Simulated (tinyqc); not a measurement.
What the s* orbital does: sp3s* tight binding with spin-orbit coupling.

sp3s* tight binding, nearest neighbours only: anion (a) at 0, cation (c) at a/4 (1,1,1), orbitals s, px, py, pz, s* on each; k in units of 2 pi/a. With phases e_j = exp(i (pi/2) k.n_j) for n = (1,1,1), (1,-1,-1), (-1,1,-1), (-1,-1,1): g0 = (e1+e2+e3+e4)/4, g1 = (e1+e2-e3-e4)/4, g2 = (e1-e2+e3-e4)/4, g3 = (e1-e2-e3+e4)/4. The diagonal holds the levels Esa, Epa, Exa (s*) and Esc, Epc, Exc. Anion-cation block: <sa|sc> = Vss g0; <sa|xc> = Vsapc g1; <xa|sc> = -Vscpa g1; <xa|xc> = Vxx g0; <xa|yc> = <ya|xc> = Vxy g3, <xa|zc> = <za|xc> = Vxy g2, <ya|zc> = <za|yc> = Vxy g1; <s*a|xc> = Vxapc g1; <xa|s*c> = -Vpaxc g1; y and z take g2 and g3 in place of g1; s-s* and s*-s* vanish.

Spin-orbit coupling acts within the p shell of each atom as (D/3) L.sigma, D = Da or Dc: it puts four states at Ep + D/3 and two at Ep - 2D/3.

Inputs chosen for the exercise (near a published set for Ge, fitted to gaps, whose masses and valley positions are rough; spin-orbit coupling, where it is added without a refit, lifts the valence top and shrinks all gaps by about a third of the splitting; shifted at random, so the results belong to these values and not to a real crystal): Esa = -5.869 eV (s level of the anion); Epa = 1.605 eV (p level of the anion); Esc = -5.869 eV (s level of the cation); Epc = 1.605 eV (p level of the cation); Exa = 6.385 eV (s* level of the anion); Exc = 6.385 eV (s* level of the cation); Vss = -6.781 eV (s-s); Vxx = 1.611 eV (px-px); Vxy = 4.9 eV (px-py); Vsapc = 5.449 eV (s anion, p cation); Vscpa = 5.449 eV (s cation, p anion); Vxapc = 5.234 eV (s* anion, p cation); Vpaxc = 5.234 eV (p anion, s* cation); Da = 0.28 eV (atomic spin-orbit splitting, anion); Dc = 0.28 eV (the same, cation).

The s* couplings Vxapc and Vpaxc are scaled by f; f = 0 is the plain sp3 model. Gaps from the top of the valence band at Gamma; the Delta value is the minimum on (x,0,0), 0.5 <= x <= 1.

Gaps (eV):

| f | Gamma | Delta | L | x of the minimum |
|---|---|---|---|---|
| 0.00 | 0.8247 | 3.5369 | 2.1442 | 0.500 |
| 0.25 | 0.8247 | 3.3652 | 1.9977 | 0.500 |
| 0.50 | 0.8247 | 2.7269 | 1.6277 | 0.674 |
| 0.75 | 0.8247 | 1.7189 | 1.1553 | 0.789 |
| 0.90 | 0.8247 | 1.0943 | 0.8595 | 0.805 |
| 1.00 | 0.8247 | 0.6799 | 0.6647 | 0.809 |
| 1.10 | 0.8247 | 0.2691 | 0.4744 | 0.810 |

The gap at Gamma stays, since g1 to g3 vanish there. From f = 0 to 1 the s* levels lower the Delta value by 2.857 eV and L by 1.480 eV. For f = 0 and 0.25 the least value lies at x = 0.5, the end of the range: any valley further out lies above that value until s* has lowered it enough. The lowest of the three is Gamma at f = 0 and L at f = 1.

(tinyqc, `OMP_NUM_THREADS=1 python tinyqc.py 1481166 1481167 out.jsonl`, Intel(R) Xeon(R) Processor @ 2.30GHz, 1 thread, shared host, about 0.2 s.)
